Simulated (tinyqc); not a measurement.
Dispersion: Heisenberg magnet: exchange from energy differences, ordering vector, linear spin waves and ordering temperature. Computed by tinyqc, a small Python program. Command: `OMP_NUM_THREADS=1 python tinyqc.py 3024703 3024704 out.jsonl magnon walk`. One thread of a shared host (Intel(R) Xeon(R) Processor @ 2.30GHz), about 0.2 s of CPU time with the checks.

H = -sum over pairs <ij> J_ij S_i.S_j - K sum_i (S_i^z)^2, each pair once, J > 0 ferromagnetic. First neighbours: 8 at a (0.5, 0.5, 0.5), second: 6 at a (1, 0, 0), with all permutations and signs.

Inputs (values chosen for the exercise, for a model magnet): exchange J1 = -4.6 meV; exchange J2 = 0.1 meV; spin S = 1; single-ion anisotropy K = 0.062 meV; lattice constant a = 4.81 angstrom.

Lattice: bcc. Order: Neel (nearest neighbours antiparallel).

Method:
- g_s(q) = sum over shell s of cos(q.R), z1 = g1(0). A(q) = S [-J1 g1(0) + J2 (g2(0) - g2(q))] + (2S - 1) K, B(q) = S J1 g1(q), E(q) = sqrt(A^2 - B^2). The factor 2S - 1 removes the anisotropy for S = 1/2.
- sum R_x^2 over the shells is s1 = 2 a^2 and s2 = 2 a^2. Without K, E = c q with c = S sqrt(z1 |J1| (|J1| s1 + J2 s2)); the gap is E(0) = sqrt(k (k + 2 S z1 |J1|)), k = (2S - 1) K.
- J(q) = J1 g1(q) + J2 g2(q), g_s(q) = sum over shell s of cos(q.R).

gap = 2.13706 meV

spin-wave velocity c = 89.4608 meV angstrom

Energies (meV); H = (1, 0, 0), N = (0.5, 0.5, 0) in 2 pi/a:
```
line  fraction of the way    E(q)  sqrt(gap^2 + c^2 q^2)
G-H                  0.10  11.692                 11.880
G-H                  0.20  21.969                 23.470
G-H                  0.30  30.171                 35.123
G-H                  0.40  35.444                 46.793
G-H                  0.50  37.262                 58.469
G-N                  0.10   8.455                  8.535
G-N                  0.25  19.515                 20.768
G-N                  0.50  32.402                 41.372
G-N                  0.75  37.156                 62.011
G-N                  1.00  37.662                 82.660
```

At the end of the G-H rows the long-wave form is 1.57 times the true energy. At the end of the G-N rows the long-wave form is 2.19 times the true energy. It holds to 5 % in 2 of the ten rows; nearer the zone boundary the cosine flattens the band.
